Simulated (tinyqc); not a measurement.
Single-oscillator infrared dielectric function of a polar cubic crystal: one step, computed by the program tinyqc. Command: `OMP_NUM_THREADS=1 python tinyqc.py 3028333 3028334 out.jsonl infrared walk`. One thread of a shared host (Intel(R) Xeon(R) Processor @ 2.30GHz), about 0.01 s of CPU time with the checks.

One ion pair, charges +Z* and -Z*, in a cell of volume Omega = a^3/4. Frequencies omega are given as wavenumbers (1/cm); eps_s is the static dielectric constant.

Task: Surface and particle modes. Without damping, eps(omega) = -x eps_m gives omega^2 = omega_TO^2 (eps_s + x eps_m)/(eps_inf + x eps_m): x = 1 for a flat surface at large wave vector, x = 2 for the dipole mode of a small sphere. The reflectivity R for light from vacuum (not from the medium eps_m) vanishes where eps = 1, omega^2 = omega_TO^2 (eps_s - 1)/(eps_inf - 1).

Inputs (values chosen for the exercise, modelled on sodium chloride): omega_TO = 164 1/cm; eps_inf = 2.25; eps_m of the surrounding medium = 2.1.

Structure: rock salt. Free carriers: absent.

eps_s = 5.853776

Give: surface mode; sphere mode; zero of R.

Result:

surface mode = 221.8 1/cm

sphere mode = 204.8 1/cm

zero of R = 323.2 1/cm
